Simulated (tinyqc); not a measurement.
Changing the interlayer mass m_b: phonon transmission through an interface between two chains by Green functions. Computed by tinyqc, a small Python program. Command: `OMP_NUM_THREADS=1 python tinyqc.py 3020211 3020212 out.jsonl agf sweep`. One thread of a shared host (Intel(R) Xeon(R) Processor @ 2.30GHz), about 0.04 s of CPU time with the checks.

Two semi-infinite chains (masses m_1, m_2; springs k_1, k_2), motion along the chain. The central region holds the end atom of each chain and one interlayer atom of mass m_b, joined by springs k_b. lambda = omega^2 in eV/(angstrom^2 u); nu = 15.6333042 THz x sqrt(lambda).

Inputs (values chosen for the exercise, for two model chains):
```
quantity                          value           unit
mass m_1                           31.7              u
spring k_1                         6.21  eV/angstrom^2
mass m_2                           31.2              u
spring k_2                          6.2  eV/angstrom^2
junction spring k_b                1.98  eV/angstrom^2
probe frequency / lower band top   0.21              -
temperature T                       300              K
```

Atoms in the interlayer: one.

Constants: nu for 1 eV/(angstrom^2 u) = 15.6333042 THz; h x 1 THz = 4.135667696 meV; k_B = 8.617333262e-05 eV/K; k_B = 1.380649e-23 J/K; h = 6.62607015e-34 J s.

Method:
- nu_max = 15.6333042 THz x 2 sqrt(k/m); impedance Z = sqrt(k m); long-wave transmission 4 Z_1 Z_2/(Z_1 + Z_2)^2; the probe frequency is the given share of the lower band top.
- In chain i, sin(q_i a/2) = nu/nu_max,i. An outgoing wave makes the next atom move as exp(i q_i a) times the end atom, so the lead adds the self-energy Sigma_i = -k_i exp(i q_i a) to the force-constant matrix; Gamma_i = -2 Im Sigma_i = 2 k_i sin(q_i a).
- A = lambda M - K - Sigma over the central atoms, with K_ii the sum of the springs at i, K_(i,i+1) = -k_b; G = inverse of A; transmission = Gamma_1 Gamma_2 |G_(first,last)|^2.
- Landauer conductance G = k_B int tau(nu) x^2 e^x/(e^x - 1)^2 d nu, x = h nu/(k_B T), from 0 to the lower band top (240 Gauss-Legendre points in s from 0 to 1, nu = nu_top sin(pi s/2)); tau is the transmission, and its thermal mean is G over the value for tau = 1 in the same window; the quantum is g_0 = pi^2 k_B^2 T/(3 h).

One run for each value:
```
interlayer mass m_b (u)  conductance G (pW/K)  thermal mean of the transmission  transmission
7.8                                    73.019                           0.43358       0.49404
11.0                                   80.212                           0.47629       0.51795
14.0                                   82.470                           0.48970       0.54138
20.0                                   82.553                           0.49020       0.59108
27.0                                   80.045                           0.47530       0.65339
37.0                                   75.275                           0.44698       0.74789
50.0                                   69.071                           0.41014       0.86883
68.0                                   61.551                           0.36549       0.98519
93.0                                   53.222                           0.31603       0.94262
130.0                                  44.206                           0.26249       0.61372
```

What does the table show, and why?

Over the rows, conductance G (pW/K) goes from 73.0 through a maximum among these rows, 82.6 at 20.0, to 44.2; thermal mean of the transmission goes from 0.434 through a maximum among these rows, 0.490 at 20.0, to 0.262; transmission goes from 0.494 through a maximum among these rows, 0.985 at 68.0, to 0.614. G is largest among these rows at m_b = 20 u; the geometric mean of the two masses is 31.4 u.

Extremes, crossings and ranges named in words are read from the listed rows.
